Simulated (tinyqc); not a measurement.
Crystallisation kinetics and data retention of a phase-change cell: one step of the calculation.

Johnson-Mehl-Avrami-Kolmogorov law X = 1 - exp(-y^n), y = integral of k dt, k = (1/100 s) exp[-(Ec q/kB)(1/T - 1/T1)].

Task. A heating ramp. T rises at the rate b. Start with y = k (kB Ta^2/(q Ec))/b, the integral from cold to Ta to leading order; over each step k is taken as exponential in T, so y gains (dT/b)(k2 - k1)/ln(k2/k1). dX/dt = n y^(n - 1) k exp(-y^n), listed as 0 once y^n exceeds 23.

Inputs (values chosen for the exercise); values of the order of Ge-Sb-Te and related chalcogenides:
```
symbol,value,unit,meaning
Ec,2.16,eV,activation energy of crystallisation
T1,439,K,temperature at which the rate k is 1/(100 s)
n,4,,Avrami exponent
b,20,K/min,heating rate
Ta,414,K,start of the ramp table
dT,4,K,step of the table
m,10,,steps
```

Constants: q = 1.602176634e-19 C, kB = 1.380649e-23 J/K. Results are converted to the units shown.

Wanted: T; k; y; X; dX/dt.

Result.

```
point,T (K),k (1/s),y,X,dX/dt (1/s)
0,414,3.181e-4,0.006526,1.814e-9,3.536e-10
1,418,5.678e-4,0.01170,1.872e-8,3.635e-9
2,422,0.001002,0.02087,1.898e-7,3.647e-8
3,426,0.001751,0.03698,1.870e-6,3.542e-7
4,430,0.003027,0.06495,1.780e-5,3.317e-6
5,434,0.005180,0.1130,1.633e-4,2.992e-5
6,438,0.008778,0.1949,0.001442,2.596e-4
7,442,0.01473,0.3329,0.01221,0.002148
8,446,0.02450,0.5634,0.09582,0.01584
9,450,0.04038,0.9447,0.5491,0.06140
10,454,0.06596,1.570,0.9977,0.002338
```

Range of the model: One Arrhenius rate is assumed; incubation, growth from the boundary and the non-Arrhenius kinetics of the supercooled liquid are left out.

Numbers from tinyqc (`OMP_NUM_THREADS=1 python tinyqc.py 2490031 2490032 out.jsonl`; about 0.02 s on one thread of a shared Intel Xeon 2.30GHz).
